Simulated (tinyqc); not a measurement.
Plane-wave Kohn-Sham cycle with exchange-only LDA in a layered model solid, step by step. Computed by tinyqc, a small Python program that keeps every step. Settings: points = 16, plane-wave index or count = 2, electrons = 4, k points = 4, area = 12.0, mixing = 0.5, iteration cap = 71. Command: `OMP_NUM_THREADS=1 python tinyqc.py 25041 25042 out.jsonl` (the two numbers bound the seeds that draw the settings). One thread of a shared host (Intel(R) Xeon(R) Processor @ 2.60GHz), about 0.04 s of CPU time with the checks.

A solid whose potential varies along x alone (atomic units):
```
parameter                      value
period a                   15.300000
cross-section of the cell  12.000000
electrons per cell                 4
grid points                       16
plane waves -n..n, n               2
k points                           4
V1 in V1 cos(2 pi x/a)     -0.620000
V2 in V2 cos(4 pi x/a)     -0.120000
```

Stop when sqrt(dV sum R^2) is below 1e-8, dV = a A/N.

Course of the cycle:
```
iteration  E (hartree)  norm of the residual
1           -2.0182142              2.86e-01
2           -2.0964185              4.11e-01
3           -3.3935275              3.52e-01
4           -1.3437769              3.26e-01
5           -3.1007321              3.38e-01
6           -1.4812511              3.55e-01
7           -3.2933339              3.47e-01
8           -1.3894155              3.38e-01
9           -3.1854504              3.42e-01
10          -1.4402420              3.48e-01
11          -3.2534297              3.45e-01
...                ...                   ...
61          -3.2286962              3.44e-01
62          -1.4196673              3.44e-01
63          -3.2286964              3.44e-01
64          -1.4196672              3.44e-01
65          -3.2286963              3.44e-01
66          -1.4196673              3.44e-01
67          -3.2286963              3.44e-01
68          -1.4196672              3.44e-01
69          -3.2286963              3.44e-01
70          -1.4196672              3.44e-01
71          -3.2286963              3.44e-01
```

Can the last value be used, and what does the course show?

Not by the stop rule. Not converged within 71 iterations: the residual has stopped falling: the iteration swings between two states. Reruns (cap 100 unless said): mixing 0.1: not converged; mixing 0.5, Kerker q0 1.0: converged in 38 (E = -0.96818); mixing 0.3, Pulay depth 5: converged in 22 (E = -0.96818); the original settings with a cap of 400: not converged.
